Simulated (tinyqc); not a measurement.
Localisation in a chain with random site energies (transfer matrices), step by step. Values are carried at full precision from step to step, so a last printed digit may differ when a step is redone from the rounded ones.

Hopping -t; leads with site energy 0, E = -2t cos(ka). psi_(j+1) = ((e_j - E)/t) psi_j - psi_(j-1), a product of matrices M_j = [[(e_j - E)/t, -1], [1, 0]]. For M = M_N ... M_1 the transmission is T = 4 sin^2(ka)/|M21 - M12 + M22 exp(ika) - M11 exp(-ika)|^2. Long samples draw e_j = W (x_j/2147483647 - 1/2) from x_j = 16807 x_(j-1) mod 2147483647, starting at x0. The localisation length xi, in sites, is defined by ln T = -2N/xi on average; weak disorder gives xi = 24 (4t^2 - E^2)/W^2, and the mean free path for backscattering is xi/2.

Parameters, chosen for this exercise: t = 1.82 eV (hopping); E = -2.39 eV (energy); e = (0.16, -2.2, -2.26, 0.82, 0.73, 2.64, -1.87, -1.27, -1.89) eV (site energies of the short sample); W = 5.46 eV (full width of the disorder); a = 2.5 angstrom (spacing).

## The product of transfer matrices

Multiply site by site and give T for each length.

Running product:
```
j,(e_j - E)/t,M11,M12,M21,M22,T
1,1.4011,1.4011,-1.0000,1.0000,0.0000,0.9966
2,0.1044,-0.8537,-0.1044,1.4011,-1.0000,0.5773
3,0.0714,-1.4621,0.9925,-0.8537,-0.1044,0.9861
4,1.7637,-1.7250,1.8550,-1.4621,0.9925,0.8572
5,1.7143,-1.4950,2.1874,-1.7250,1.8550,0.7566
6,2.7637,-2.4069,4.1905,-1.4950,2.1874,0.3182
7,0.2857,0.8074,-0.9901,-2.4069,4.1905,0.1532
8,0.6154,2.9038,-4.7998,0.8074,-0.9901,0.1998
9,0.2747,-0.0096,-0.3285,2.9038,-4.7998,0.1728
```

T is 0.1728 for the whole sample and does not fall steadily (it rises at j = 3 and 8): reflected waves interfere. The determinant of M stays 1.

## The same sites added without interference

One site alone reflects R_j = e_j^2/(e_j^2 + 4t^2 - E^2); incoherent addition sums R/(1 - R), and T = 1/(1 + sum).

R_j: 0.0034  0.3910  0.4039  0.0819  0.0660  0.4804  0.3169  0.1763  0.3215

sum of R/(1 - R) = 3.5595
T without interference = 0.2193

The coherent product gives 0.1728 for this sample.

## Weak-disorder lengths

Form ka, xi, xi a and the mean free path xi a/2.

ka = 0.8545 rad
xi = 6.07 sites

lengths (nm): localisation 1.517, mean free path 0.759

The formula needs xi well above one site; at 6.1 it is only a guide.

## Checks

- T from the product against the Green function: both 0.17283.

tinyqc: `OMP_NUM_THREADS=1 python tinyqc.py 1452628 1452629 out.jsonl`; about 0.04 s, one thread, shared Intel(R) Xeon(R) Processor @ 2.30GHz.
